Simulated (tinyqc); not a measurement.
Inside a calculation. Method: tight binding, kagome lattice. One step of it, computed by the program tinyqc.

Task: Levels at K. Diagonalise the Hermitian matrix.

H(k) at K (eV):
```
                     A                    B                    C
A             0.000000  -1.050000+0.987269i  -1.050000-0.987269i
B  -1.050000-0.987269i             0.000000  -1.050000+0.987269i
C  -1.050000+0.987269i  -1.050000-0.987269i             0.000000
```

Give: eigenvalues; weights |c|^2 of the basis functions.

Result:

eigenvalues (eV): -2.1000  -0.6600  2.7600

weights |c|^2 of the basis functions:
```
   band 1  band 2  band 3
A  0.3333  0.3333  0.3333
B  0.3333  0.3333  0.3333
C  0.3333  0.3333  0.3333
```
